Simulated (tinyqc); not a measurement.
## Lossy interposer transmission line with skin effect: line properties against frequency

A uniform line in a homogeneous dielectric: c = sqrt(er)/(c0 Z0), l = Z0 sqrt(er)/c0 (c0 = 299792458 m/s), g = w c td, w = 2 pi f. The resistance joins its limits as r = sqrt(r_dc^2 + r_hf^2), with r_dc = rho/(wd th), r_hf = kr rho/(2 delta (wd + th)), delta = sqrt(rho/(pi f mu0)), mu0 = 4 pi 1e-7 H/m; this is an interpolation, and internal inductance, up to 0.05 nH/mm at low frequency, is neglected.

gamma = sqrt((r + i w l)(g + i w c)) = alpha + i beta, Zc = sqrt((r + i w l)/(g + i w c)), roots with positive real part; loss 8.685889638 alpha in dB; phase velocity w/beta. ZL = 1/(1/RL + i w CL); reflection (ZL - Zc)/(ZL + Zc); Zin = Zc (ZL + Zc tanh(gamma len))/(Zc + ZL tanh(gamma len)); H = V_load/V_source = [Zin/(Zin + Rg)]/[cosh(gamma len) + (Zc/ZL) sinh(gamma len)].

Values chosen for this exercise: width of the strip wd = 9.2 um; thickness of the strip th = 1.7 um; resistivity rho = 1.8 uohm cm; relative permittivity er = 2.7; loss tangent td = 0.01; lossless impedance sqrt(l/c) Z0 = 35 ohm; factor for crowding and the return path kr = 1.2; length len = 3.4 mm; source resistance Rg = 50 ohm; load resistance RL = 100 ohm; load capacitance CL = 20 fF.

Line properties against frequency:
```
f (GHz)  r (ohm/mm)  r/(w l)  loss (dB/mm)  |Zc| (ohm)  phase velocity over c0  length in wavelengths  |H| (dB)
0.01          1.152    95.56       0.02067       342.1                 0.08802               0.001289    -3.746
0.03          1.154    31.91       0.03547       197.7                  0.1507               0.002257    -3.746
0.09          1.159    10.69       0.05972       114.7                  0.2524               0.004044    -3.748
0.3           1.179    3.259       0.09916       64.62                  0.4114               0.008271    -3.756
0.8           1.223    1.269        0.1341       44.48                  0.5335                0.01701    -3.786
2             1.325   0.5496        0.1620       37.39                  0.5889                0.03851    -3.910
7             1.683   0.1994        0.2183       35.34                  0.6059                 0.1310    -4.913
20            2.373  0.09844        0.3240       35.08                  0.6080                 0.3731    -5.428
60            3.774  0.05219        0.5579       35.02                  0.6084                  1.118    -6.590
```

r equals w l at 1.03 GHz: below it |Zc| and the delay grow as in an RC line, above it |Zc| tends to Z0 = 35 ohm and the velocity to 1/sqrt(er) = 0.609 c0. The loss goes as f^(0.49) between the first two rows and f^(0.49) between the last two. |H| is -3.75 dB in the first row and -6.59 dB in the last; between rows it can pass through resonances that the table doesn't show.

Computed by the program tinyqc: `OMP_NUM_THREADS=1 python tinyqc.py 2810113 2810114 out.jsonl`, one thread of a shared Intel Xeon 2.30GHz, about 0.01 s for the whole run.
